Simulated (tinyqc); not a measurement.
Off-state leakage of single and stacked transistors: leakage components against the body voltage.

n-channel devices of unit width. Subthreshold current I(Vg, Vs, Vd) = I0 (T/300 K)^0.5 exp[(Vg - Vs - VT(T) - gb (Vs - Vb) + dd (Vd - Vs))/(nf Vt)] (1 - exp(-(Vd - Vs)/Vt)), VT(T) = VT - cT (T - 300 K). Gate-edge tunnelling Ig (Vd/1 V) exp(ag (Vd - 1 V)), for a gate at 0 V, and band-to-band leakage Ab u exp(-Bb/u), u = Vd - Vb + 1 V, flow at a drain held at V; both are taken as independent of T. In a stack of off transistors (all gates at 0 V) the same subthreshold current passes through each.

One transistor with Vg = Vs = 0, Vd = V; stack factor I(one)/I(two in series).

Inputs (values chosen for the exercise); values of the order met in bulk silicon logic transistors:

| symbol | value | unit | meaning |
|---|---|---|---|
| T | 398 | K | temperature |
| V | 0.8 | V | supply voltage |
| VT | 0.46 | V | threshold at 300 K, zero drain and body bias |
| cT | 0.8 | mV/K | fall of the threshold with temperature |
| I0 | 0.36 | uA/um | current at threshold at 300 K |
| nf | 1.21 |  | slope factor |
| dd | 0.05 |  | drain-induced lowering per volt |
| gb | 0.12 |  | rise of the threshold per volt of source-body bias |
| Ig | 7e-6 | uA/um | gate-edge tunnelling current at 1 V |
| ag | 4.7 | 1/V | exponential slope of the gate current |
| Ab | 8 | uA/(um V) | prefactor of band-to-band leakage at the drain |
| Bb | 22 | V | its exponential voltage |

Constants: q = 1.602176634e-19 C, kB = 1.380649e-23 J/K, Vt = kB T/q. Results are converted to the units shown.

The same in every row: gate edge (nA/um) = 0.002188; stack factor = 3.445.

Leakage components against the body voltage:

| Vb (V) | subthreshold (nA/um) | band-to-band (nA/um) | total (nA/um) | largest part |
|---|---|---|---|---|
| 0.2 | 0.1968 | 0.01367 | 0.2126 | subthreshold |
| 0 | 0.1104 | 0.07085 | 0.1834 | subthreshold |
| -0.2 | 0.06189 | 0.2672 | 0.3313 | band-to-band |
| -0.4 | 0.03471 | 0.7990 | 0.8359 | band-to-band |
| -0.6 | 0.01947 | 2.006 | 2.027 | band-to-band |
| -0.8 | 0.01092 | 4.398 | 4.411 | band-to-band |
| -1 | 0.006123 | 8.668 | 8.677 | band-to-band |
| -1.2 | 0.003434 | 15.68 | 15.69 | band-to-band |
| -1.4 | 0.001926 | 26.45 | 26.46 | band-to-band |

What does the comparison show?

As Vb goes from 0.2 to -1.4, the total leakage goes from 0.213 through a minimum of 0.183 (at Vb = 0 among the rows listed) to 26.5 nA/um. The subthreshold part leads at Vb = 0.2, the band-to-band part from -0.2 on. The exact minimum lies at Vb = 0.0522 V: reverse body bias lowers the subthreshold part by a decade every nf Vt ln 10/gb = 0.796 V but raises the band-to-band part. The reduction by a stack of two stays at 3.45, for the subthreshold part alone. For Vb = 0.2 the body is forward biased; the junction current, left out, is still small at this voltage.

Numbers from tinyqc (`OMP_NUM_THREADS=1 python tinyqc.py 2242239 2242240 out.jsonl`; about 0.03 s on one thread of a shared Intel Xeon 2.30GHz).
